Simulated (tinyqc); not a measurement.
Trench capacitor in an array: capacitance, non-linearity, leakage and relaxation: two steps of the calculation.

A film between two metal electrodes, each interface adding a series capacitance ci. The small-signal permittivity is ek (1 + aq E^2); the field is found with the linear permittivity. Leakage J = J0 sinh(E/Ef). After a voltage step the film passes a relaxation current kr C V tt^(-nr), tt being the time in seconds. The sidewall is a coaxial capacitor with radii a = dm/2 - t and b = dm/2, depth AR dm; the end face is left out.

Parameters, values chosen for the exercise; permittivity of the order of that of titanium dioxide: relative permittivity of the film ek = 77.1; film thickness t = 23 nm; capacitance of each electrode interface (dead layer and screening) ci = 59 uF/cm^2; quadratic field coefficient of the permittivity aq = 0.023 cm^2/MV^2; bias V = 2 V; leakage prefactor J0 = 1.8e-10 A/cm^2; field for an e-fold rise of the leakage Ef = 0.39 MV/cm; diameter of the hole dm = 200 nm; aspect ratio, depth over diameter AR = 20; pitch of the square array pt = 420 nm; resistivity of the inner electrode rho = 1200 uohm cm.

Constants: eps0 = 8.8541878128e-14 F/cm where lengths are in cm. Results are converted to the units shown.

Problem 1. Planar capacitance, field and non-linearity. Planar film: Cf = eps0 ek/t, 1/C = 1/Cf + 2/ci, EOT = 3.9 eps0/C, effective permittivity C t/eps0, E = (V/t) C/Cf; quadratic coefficient [C(V)/C - 1]/V^2 with Cf (1 + aq E^2) in C(V).

Give: Cf; C; EOT; effective permittivity; E; quadratic coefficient; J.

Solution 1.

Cf = 2.968 uF/cm^2
C = 2.697 uF/cm^2
EOT = 1.280 nm
effective permittivity = 70.05
E = 0.7901 MV/cm
quadratic coefficient = 3257 ppm/V^2
J = 6.705e-10 A/cm^2

The interfaces take 9.14 % of the voltage.

Problem 2. Cell capacitance, fields and time constant. Per length 1/c = ln(b/a)/(2 pi eps0 ek) + (1/a + 1/b)/(2 pi ci); cell capacitance c AR dm; per footprint over pt^2; fields c V/(2 pi eps0 ek r) at r = a and b; resistance of the inner electrode rho AR dm/(pi a^2); time constant R C/3 of the distributed line.

Give: a; b; cell capacitance; capacitance per footprint; field at a; field at b; R; R C/3.

Solution 2.

a = 77.000 nm
b = 100.00 nm
cell capacitance = 59.581 fF
capacitance per footprint = 33.776 uF/cm^2
field at a = 0.90200 MV/cm
field at b = 0.69454 MV/cm
R = 2.5770 kohm
R C/3 = 51.180 ps

The array gives 12.5 times the planar capacitance per footprint; curvature makes the field at the inner electrode 1.14 times the planar value.

tinyqc, about 0.01 s, one thread, Intel Xeon 2.30GHz (shared host): `OMP_NUM_THREADS=1 python tinyqc.py 2102056 2102057 out.jsonl`
